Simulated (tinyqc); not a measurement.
Chemical vapour deposition: Grove model, boundary layer, depletion and step coverage: one step, computed by the program tinyqc.

A precursor diffuses to the surface and reacts there at first order; each molecule that reacts adds one formula unit of film.

Problem. Step coverage in a trench. In a long trench of width w and depth l = aspect ratio x w: Knudsen diffusivity D_K = (2w) c/3 (hydraulic diameter 2w), combined as 1/D_e = 1/D_K + 1/D; D_e d2C/dz2 = 2 k_s C/w with D_e dC/dz = -k_s C at the floor. With m = sqrt(2 k_s/(w D_e)): C(floor)/C(top) = 1/[cosh(m l) + (k_s/(D_e m)) sinh(m l)].

Inputs (values chosen for the exercise, close to those used for silicon dioxide from an alkoxysilane): temperature T = 790 C; trench width w = 0.09 um; aspect ratio of the trench = 29.

Reactor: wafer stack, low pressure.

mean speed c = 32896.73 cm/s

gas diffusivity D = 18916.02 cm^2/s

surface rate constant k_s = 0.05946890 cm/s

Give: Knudsen diffusivity D_K; effective diffusivity D_e; modulus m l; step coverage.

Solution.

Knudsen diffusivity D_K = 0.1974 cm^2/s

effective diffusivity D_e = 0.1974 cm^2/s

modulus m l = 0.06754

step coverage = 0.9976

Caution: the hydraulic-diameter form of D_K is rough for a slit.
